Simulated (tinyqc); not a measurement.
Gated two-dimensional channel with two bands, quantum capacitance: two steps of the calculation.

phi is the Fermi level above the lowest band edge, in volts; Vg is counted from the gate voltage at which an empty channel would have phi = 0. The channel has no thickness; trap charge is -q Dit phi.

Parameters, values chosen for the exercise; lowest band close to that of monolayer WS2:
```
symbol,value,unit,meaning
T,77,K,temperature
eox,3.9,,relative permittivity of the gate insulator (close to silicon dioxide)
tox,12,nm,insulator thickness
md,0.327,m0,in-plane mass
gv,2,,valley degeneracy
m2,0.47,m0,"in-plane mass of a second band, chosen freely"
g2,2,,"valley degeneracy of that band, chosen freely"
E2,0.18,eV,second band edge above the first
Dit,0,cm^-2 eV^-1,density of traps
Vg,0.16,V,gate voltage
```

Constants: q = 1.602176634e-19 C, kB = 1.380649e-23 J/K, hbar = 1.054571817e-34 J s, m0 = 9.1093837015e-31 kg, Vt = kB T/q, eps0 = 8.8541878128e-14 F/cm where lengths are in cm. Results are converted to the units shown.

Question 1. Gate capacitance. Cox = eps0 eox/tox.

Wanted: Cox.

Answer 1.

Cox = 0.28776 uF/cm^2

Question 2. New phi. D1 = gv md m0 q/(pi hbar^2), D2 = g2 m2 m0 q/(pi hbar^2) per eV; n1 = D1 Vt ln(1 + exp(phi/Vt)), n2 = D2 Vt ln(1 + exp((phi - E2)/Vt)), n = n1 + n2; Cq = q dn/dphi = q [D1/(1 + exp(-phi/Vt)) + D2/(1 + exp((E2 - phi)/Vt))]. Newton: f = phi + q (n + Dit phi)/Cox - Vg, phi(new) = phi - f/(1 + (Cq + q Dit)/Cox).

phi after iteration 1 = 0.010574509 V
Cox = 0.28776110 uF/cm^2

Find: n1; n2; Cq; f; phi after iteration 2.

Answer 2.

n1 = 3.2242e12 cm^-2
n2 = 21.218 cm^-2
Cq = 36.379 uF/cm^2
f = 1.6457 V
phi after iteration 2 = -0.0023411 V

Numbers from tinyqc (`OMP_NUM_THREADS=1 python tinyqc.py 2200021 2200022 out.jsonl`; about 0.01 s on one thread of a shared Intel Xeon 2.30GHz).
